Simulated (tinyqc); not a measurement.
Deformation-potential model of the L valleys of a conduction band: one step. Strain from a uniaxial [100] stress.

s11 = (C11 + C12)/((C11 - C12)(C11 + 2 C12)), s12 = -C12/((C11 - C12)(C11 + 2 C12)), s44 = 1/C44; exx = s11 sxx + s12 (syy + szz) and cyclic, exy = s44 sxy/2; tension is positive. A uniaxial stress X along the unit vector n is s_ij = X n_i n_j.

Inputs chosen for the exercise (near those of Ge; not measured data): C11 = 125.8 GPa; C12 = 47.1 GPa; C44 = 67.3 GPa; load = uniaxial [100] (kind of stress); X = 0.36 GPa (stress).

Task: Form the compliances and the strain.

Give: s11, s12, s44; strain tensor.

Result:

s11, s12, s44 (1/TPa): 9.9861  -2.7203  14.8588

strain tensor:
```
          x          y          z
x  0.003595   0.000000   0.000000
y  0.000000  -0.000979   0.000000
z  0.000000   0.000000  -0.000979
```

(tinyqc, `OMP_NUM_THREADS=1 python tinyqc.py 1081235 1081236 out.jsonl`, Intel(R) Xeon(R) Processor @ 2.30GHz, 1 thread, shared host, about 0.02 s.)
